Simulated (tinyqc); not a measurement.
# Trap density from one capacitance

Problem. Traps spread evenly through the insulator exchange electrons with the semiconductor by tunnelling, with tau(x) = t0 exp(2 ka x) at depth x from the interface. The admittance per area Y seen at depth x obeys dY/dx = -Y^2/(i w eps0 eox) + q Nb ln(1 + i w tau)/tau, with Y(0) = i w Cs and w = 2 pi f; the gate sees Y(tox) = G + i w C. Working variable y = Y/(i w), in uF/cm^2. Cox = eps0 eox/tox. Find Nb and G/w.

Parameters, values chosen for the exercise:
```
symbol  value     unit                                               meaning
eox      8.26                         relative permittivity of the insulator
tox       3.3       nm                                   insulator thickness
Cs        6.3  uF/cm^2             semiconductor capacitance in accumulation
ka        3.8     1/nm  decay constant of the wave function in the insulator
t0       2e-9        s              time constant of a trap at the interface
f        1000       Hz                                             frequency
```

Constants: q = 1.602176634e-19 C, eps0 = 8.8541878128e-14 F/cm where lengths are in cm. Results are converted to the units shown.

C = 1.6671837 uF/cm^2

Answer. C rises steadily with Nb, so one density matches; in practice ka and t0 must come from the frequency dependence.

Nb = 5.200e18 cm^-3 eV^-1
G/w = 0.006595 uF/cm^2

Program tinyqc, `OMP_NUM_THREADS=1 python tinyqc.py 2202225 2202226 out.jsonl`; Intel Xeon 2.30GHz, shared host, one thread, about 0.3 s.
